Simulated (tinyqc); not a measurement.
Worked calculation: CIS and TDHF on RHF in the sto-6g basis, for H3+, spin multiplicity 1. One step of it, computed by the program tinyqc.

Task: CIS matrix, triplets. A(ia,jb) = (e_a - e_i) d_ij d_ab - (ij|ab).

orbital energies (hartree): MO1 -0.988492, MO2 -0.253533, MO3 0.021727

Two-electron integrals over orbitals (pq|rs), unique and non-zero (hartree):
```
(11|11) 0.548201    (21|11) -0.017064   (21|21) 0.143670    (22|11) 0.502347
(22|21) 0.042266    (22|22) 0.591182    (31|11) 0.043270    (31|21) 0.002457
(31|22) -0.070615   (31|31) 0.145810    (32|11) 0.003976    (32|21) -0.111643
(32|22) -0.021089   (32|31) -0.032718   (32|32) 0.105610    (33|11) 0.554472
(33|21) -0.045615   (33|22) 0.475513    (33|31) 0.089508    (33|32) 0.018914
(33|33) 0.613417
```

Give: CIS matrix A, triplet.

Result:

CIS matrix A, triplet (hartree):
```
        1>2     1>3
1>2   0.233  -0.004
1>3  -0.004   0.456
```
